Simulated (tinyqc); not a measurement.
Grain-boundary diffusion: Harrison regimes, Fisher and Le Claire analysis, Hart average: one step, computed by the program tinyqc.

A boundary is a slab of width delta with diffusivity D_b, normal to a surface held at constant concentration; it leaks into grains of diffusivity D.

Task: Regime. l = sqrt(D t); P = s delta D_b; alpha = s delta/(2 l); beta = P/(2 D l). Regime A if l > 3 d, C if alpha > 1, B if alpha < 0.1, l < d/4 and beta > 10, otherwise a transition.

Inputs (values chosen for the exercise, for a model polycrystal): boundary width delta = 0.51 nm; segregation factor s = 1; grain size d = 0.067 um; temperature T = 1800 K; time t = 1900 s.

D = 7.071050e-19 m^2/s

triple product P = 3.298590e-21 m^3/s

Give: lattice diffusion length l; alpha; beta; regime.

Result:

lattice diffusion length l = 0.03665 um

alpha = 0.006957

beta = 63635

Regime: transition

The run lies between the ideal regimes.
